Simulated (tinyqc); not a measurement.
BCS gap equation with a constant attraction inside the Debye window: one step, computed by the program tinyqc.

Pairs attract with strength V for |xi| < k_B Theta; N(0) is the density of states for one spin. Energies are given as temperatures (E/k_B, in K) unless marked.

Problem. Lengths and fields. xi_0 = hbar v_F/(pi Delta_0); lambda_L = sqrt(m_0 eps_0 c^2/(n e^2)); N(0) = 3 n/(2 m_0 v_F^2) for one spin; condensation energy N(0) Delta_0^2/2 = B_c^2/(2 mu_0), mu_0 = 1/(eps_0 c^2); with scattering lambda = lambda_L sqrt(1 + xi_0/l) in the local limit (where xi_0 and l both exceed lambda, nonlocal response makes the true depth larger); Ginzburg-Landau kappa = 0.96 lambda_L/xi_0 + 0.72 lambda_L/l. Free-electron mass throughout; heavier carriers, as in niobium or vanadium, give a larger lambda_L and kappa and can make the metal type II.

Inputs (values chosen for the exercise, modelled on titanium nitride):
```
quantity,value,unit
Debye temperature Theta,551,K
Fermi velocity v_F,670000,m/s
electron density n,5.02,1e28/m^3
mean free path l,220,nm
```

Solver: bisection.

Delta_0 = 9.855019 K

Constants: hbar = 1.054571817e-34 J s; k_B = 1.380649e-23 J/K; m_0 = 9.1093837015e-31 kg; eps_0 = 8.8541878128e-12 F/m; c = 299792458 m/s; e = 1.602176634e-19 C.

Give: coherence length xi_0; London depth lambda_L; critical field B_c(0); depth with scattering; Ginzburg-Landau kappa.

Solution.

coherence length xi_0 = 165.30 nm

London depth lambda_L = 23.718 nm

critical field B_c(0) = 65.452 mT

depth with scattering = 31.388 nm

Ginzburg-Landau kappa = 0.21537

Kappa lies below 1/sqrt(2): type I, and l is comparable with xi_0, between the clean and dirty limits.
